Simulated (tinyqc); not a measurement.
Inside a calculation. Model: longitudinal sound in a periodic multilayer: transfer matrices, stop bands and folded phonons. Computed by tinyqc, a small Python program that keeps every step. Command: `OMP_NUM_THREADS=1 python tinyqc.py 3002611 3002612 out.jsonl multilayer walk`. One thread of a shared host (Intel(R) Xeon(R) Processor @ 2.30GHz), about 0.01 s of CPU time with the checks. Intermediate numbers are printed to about 7 digits and carried at full precision; extremes and crossings named in words are read from the listed rows.

Layers 1 and 2 repeat with period d = d_1 + d_2; waves travel normal to the layers, without loss. State vector (u, s): displacement u and stress divided by omega. Impedances Z = rho v are in 1e6 kg/(m^2 s).

Inputs (values chosen for the exercise, modelled on silica (layer 1), platinum (layer 2) and gallium arsenide (substrate)): density rho_1 = 2.17 g/cm^3; velocity v_1 = 6010 m/s; thickness d_1 = 649 nm; density rho_2 = 21.2 g/cm^3; velocity v_2 = 4140 m/s; thickness d_2 = 444 nm; substrate density = 5.34 g/cm^3; substrate velocity = 4800 m/s; periods N = 2; frequency f = 3.4 GHz.

## Impedances, mean velocity and Bragg frequency

Z = rho v; interface reflection r = (Z_2 - Z_1)/(Z_2 + Z_1) (stress amplitude, from 1 into 2); Bragg frequency f_B = 1/[2 (d_1/v_1 + d_2/v_2)]; long-wave velocity v_eff = d/sqrt[(d_1/v_1)^2 + (d_2/v_2)^2 + (Z_1/Z_2 + Z_2/Z_1)(d_1/v_1)(d_2/v_2)].

Z_1 = 13.0417

Z_2 = 87.768

Z of the substrate = 25.632

interface reflection r = 0.7412610

Bragg frequency f_B = 2.323063 GHz

long-wave velocity v_eff = 3408.595 m/s

## Transfer matrix of one period

A layer maps (u, s) by [[cos p, sin p/Z], [-Z sin p, cos p]], p = 2 pi f d_i/v_i; one period is M = M_2 M_1, and cos(q d) = trace(M)/2.

phase p_1 = 2.306901 rad

phase p_2 = 2.291086 rad

M:
$$\begin{pmatrix}
0.3600931 & -0.04323134 \\
50.66625 & -3.305727
\end{pmatrix}$$

trace(M)/2 = -1.472817

|trace/2| > 1: f lies in a stop band, and the amplitude falls by a factor 2.554 a period.

## Transmission through N periods

For N periods A = M^N. A wave comes from a thick layer of material 1 and leaves into the substrate (Z_s): transmitted power T = 4 Z_1 Z_s/|Z_1 A_22 + Z_s A_11 - i (Z_1 Z_s A_12 - A_21)|^2, reflected power R = 1 - T.

A = M^N:
$$\begin{pmatrix}
-2.060703 & 0.1273437 \\
-149.2442 & 8.737462
\end{pmatrix}$$

transmitted power T = 0.03299185

T in decibel = -14.81593 dB

## The first stop band

Gap m contains m f_B; its edges, where trace(M)/2 = (-1)^m, are found by root search. Weak-contrast estimate of the width: (4 f_B/pi) |r sin(m pi a)|, a = (d_1/v_1)/(d_1/v_1 + d_2/v_2).

lower edge = 1.088258 GHz

upper edge = 3.557817 GHz

width/f_B = 106.3061 %

transmitted power at f_B = 0.003825590

## The first four gaps

The formulas are those given above.

Stop bands (GHz):
```
m  lower edge  upper edge     width  weak-contrast estimate
1    1.088258    3.557817  2.469559                2.192482
2    4.634311    4.658002  0.023692                0.023691
3    5.734525    8.203702  2.469177                2.192226
4    9.268622    9.316004  0.047382                0.047380
```

With a = 0.502, gap 1 is the widest and gap 2 the narrowest: the layers are near a quarter wave each at f_B, so the even gaps almost close. The weak-contrast estimate misses the first width by -11.2 % at |r| = 0.74. Odd gaps open at the edge of the folded zone (q = pi/d), even ones at its centre.

## Mirror strength against the number of periods

The formulas are those given above.

Transmitted power:
```
N       T at f_B  T at f_B (dB)        T at f
1      0.1594472      -7.973832     0.2481539
2    0.003825590      -24.17302    0.03299185
3   8.463047e-05      -40.72473   0.004929274
4   1.868786e-06      -57.28440  7.526013e-04
6   9.111492e-10      -90.40410  1.767257e-05
8   4.442415e-13      -123.5238  4.152747e-07
12  1.056035e-19      -189.7632  2.293091e-10
16  2.510369e-26      -256.0026  1.266215e-13
24  1.418587e-39      -388.4814  3.860820e-20
```

At f_B each further period removes 16.56 dB at large N, which is 20 log10 of the impedance ratio, 16.56 dB, as for a quarter-wave stack; 99 % reflection needs N = 2 among these rows. At f, in a stop band, T decays as well. Values below about 1e-6 belong to the ideal stack: roughness and scattering into other modes, left out here, set a floor in a real one.

Checks made by the program: trace against Rytov's formula cos p_1 cos p_2 - (1/2)(Z_1/Z_2 + Z_2/Z_1) sin p_1 sin p_2 (relative difference below 1e-10).
